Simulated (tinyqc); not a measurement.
# Which input was changed?

Model: electroplating on a thin resistive seed layer: kinetics, Wagner number and the terminal effect across a wafer. Computed by tinyqc, a small Python program. Command: `OMP_NUM_THREADS=1 python tinyqc.py 3121504 3121505 out.jsonl terminal which`. One thread of a shared host (Intel(R) Xeon(R) Processor @ 2.30GHz), about 0.1 s of CPU time with the checks.

Current enters the seed at the rim. The bath is treated as a local resistance per area (no lateral flow in the liquid), two electrons per ion, molar volume 7.11 cm^3/mol, Faraday constant F = e N_A, kinematic viscosity 0.01 cm^2/s, omega = 2 pi x rpm/60; k_B T/e is in volts.

Inputs (values chosen for the exercise, of the order of those for copper plating from an acid sulfate bath):

| quantity | value | unit |
|---|---|---|
| wafer radius R | 10 | cm |
| seed thickness t | 50 | nm |
| seed resistivity | 17 | microohm cm |
| bath conductivity kappa | 0.17 | S/cm |
| gap to the anode h | 3 | cm |
| extra resistance of a porous plate | 45 | ohm cm^2 |
| exchange current density i_0 | 1.1 | mA/cm^2 |
| cathodic transfer coefficient alpha | 0.76 | - |
| mean current density | 5.2 | mA/cm^2 |
| diffusivity of the metal ion | 6e-06 | cm^2/s |
| metal ion concentration | 0.33 | mol/L |
| rotation rate | 100 | rpm |
| temperature T | 298 | K |

Constants: e = 1.602176634e-19 C; N_A = 6.02214076e+23 1/mol; k_B = 8.617333262e-05 eV/K.

Method:
- Growth rate = i V_m/(2 F). Levich limit i_L = 0.62 x 2 F D^(2/3) omega^(1/2) nu^(-1/6) c. Tafel overpotential eta = (k_B T/(alpha e)) ln(i/i_0); kinetic resistance k_B T/(alpha e i); bath resistance h/kappa + plate; R_s = resistivity/t; Wagner number = kinetic resistance x kappa/R.
- Linearised: with R_t = kinetic + bath resistance the current density obeys (1/r)(r i')' = i R_s/R_t, so i = A I_0(r/l), l = sqrt(R_t/R_s); with x = R/l, edge/centre = I_0(x) and edge/mean = x I_0(x)/(2 I_1(x)).
- Voltage drop in the seed for a uniform current: i R_s R^2/4.

Task: One of these inputs alone was changed, within the range given: wafer radius R (5 to 20); seed resistivity (8.5 to 34); gap to the anode h (1.5 to 6); cathodic transfer coefficient alpha (0.38 to 1.52). Which one, and to what value?

Results:

| run | Wagner number | edge over centre, linear | length l (cm) |
|---|---|---|---|
| before | 0.1104641 | 2.662867 | 4.509628 |
| after | 0.1560459 | 2.583136 | 4.596233 |

Result:

Each candidate set to reproduce Wagner number, and what it then gives:

| candidate | range searched | value needed | edge over centre, linear | length l (cm) |
|---|---|---|---|---|
| wafer radius R (cm) | 5 to 20 | 7.079 | 1.7176 | 4.5096 |
| seed resistivity (microohm cm) | 8.5 to 34 | no effect | - | - |
| gap to the anode h (cm) | 1.5 to 6 | no effect | - | - |
| cathodic transfer coefficient alpha | 0.38 to 1.52 | 0.5380 | 2.5831 | 4.5962 |

Only cathodic transfer coefficient alpha fits every result: it went from 0.76 to 0.538. The next best candidate, wafer radius R, misses one result by 34 %.
